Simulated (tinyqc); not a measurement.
# From one set of inputs to another, one input at a time

Model: ion implantation: universal nuclear stopping, Lindhard-Scharff electronic stopping and a Gaussian range profile. Computed by tinyqc, a small Python program. Command: `OMP_NUM_THREADS=1 python tinyqc.py 3004801 3004802 out.jsonl implant ladder`. One thread of a shared host (Intel(R) Xeon(R) Processor @ 2.30GHz), about 0.2 s of CPU time with the checks.

An ion slows by elastic collisions with screened nuclei and by friction with electrons; channelling is ignored and the target is uniform.

The inputs printed are set A. Set A is modelled on antimony ions in aluminium; the values taken over come from a set modelled on phosphorus ions in copper. Inputs not listed in the table keep their values of set A, so the rows need not describe a real material.

Inputs (values chosen for the exercise, modelled on antimony ions in aluminium):

| quantity | value | unit |
|---|---|---|
| ion atomic number Z1 | 51 | - |
| ion mass M1 | 121 | u |
| target atomic number Z2 | 13 | - |
| target mass M2 | 26.98 | u |
| target density N | 60.2 | 1/nm^3 |
| ion energy E | 92 | keV |
| scale factor of electronic stopping k | 1.4 | - |
| dose Q | 8e+14 | 1/cm^2 |
| background C_B | 3.9e+15 | 1/cm^3 |

Method:
- Reduced energy eps = 32.53 M2 E/(Z1 Z2 (M1 + M2)(Z1^0.23 + Z2^0.23)), E in keV; s_n = ln(1 + 1.1383 eps)/(2 (eps + 0.01321 eps^0.21226 + 0.19593 eps^0.5)) for eps up to 30 and ln(eps)/(2 eps) above; S_n = 8.462 Z1 Z2 M1 s_n/((M1 + M2)(Z1^0.23 + Z2^0.23)) in 1e-15 eV cm^2.
- S_e = k 3.83 Z1^(7/6) Z2/(Z1^(2/3) + Z2^(2/3))^(3/2) sqrt(E/M1) in 1e-15 eV cm^2, E in keV.
- Path length R = int_0^E dE'/(N (S_n + S_e)); energy lost to nuclei nu = int_0^E S_n/(S_n + S_e) dE' (both with E' = E y^3 and 64 Gauss-Legendre points in y).
- Estimates of Lindhard type: R_p = R/(1 + M2/(3 M1)), straggle dR_p = (2/3) R_p sqrt(M1 M2)/(M1 + M2).
- C(x) = C_p exp(-(x - R_p)^2/(2 dR_p^2)) with C_p = Q/(sqrt(2 pi) dR_p), 1 nm = 1e-7 cm; the profile falls to the background at x_j = R_p + dR_p sqrt(2 ln(C_p/C_B)); the peak atomic fraction is C_p/N.

Each row keeps all changes above it:

| input moved | from | to | straggle dR_p (nm) | peak concentration C_p (1/cm^3) | energy lost to nuclei nu (keV) |
|---|---|---|---|---|---|
| set A | - | - | 11.649 | 2.7397e+20 | 80.449 |
| dose Q (1/cm^2) | 8e+14 | 9.4e+12 | 11.649 | 3.2192e+18 | 80.449 |
| target mass M2 (u) and target atomic number Z2 and target density N (1/nm^3) and displacement energy E_d (eV) | 26.98, 13, 60.2, 25 | 63.55, 29, 84.9, 30 | 5.965 | 6.2870e+18 | 79.673 |
| ion mass M1 (u) and ion atomic number Z1 | 121, 51 | 31, 15 | 12.932 | 2.8998e+18 | 55.414 |
| ion energy E (keV) | 92 | 50 | 8.002 | 4.6864e+18 | 33.704 |

Which inputs carry the difference?

Straggle dR_p goes from 11.6 to 8.00, a factor 0.687 in all. The largest single move comes from ion mass M1 with ion atomic number Z1 (a factor 2.17), but it runs against the net change; the largest move in the direction of the net change is target mass M2 with target atomic number Z2 with target density N with displacement energy E_d (a factor 0.512). Peak concentration C_p goes from 2.74e20 to 4.69e18, a factor 0.0171 in all. The largest single move comes from dose Q (a factor 0.0117), and target mass M2 with target atomic number Z2 with target density N with displacement energy E_d works against it (a factor 1.95). Energy lost to nuclei nu goes from 80.4 to 33.7, a factor 0.419 in all. The largest single move comes from ion energy E (a factor 0.608). The single moves hold for this order of the switches; the total does not depend on the order.

Extremes, crossings and ranges named in words are read from the listed rows.
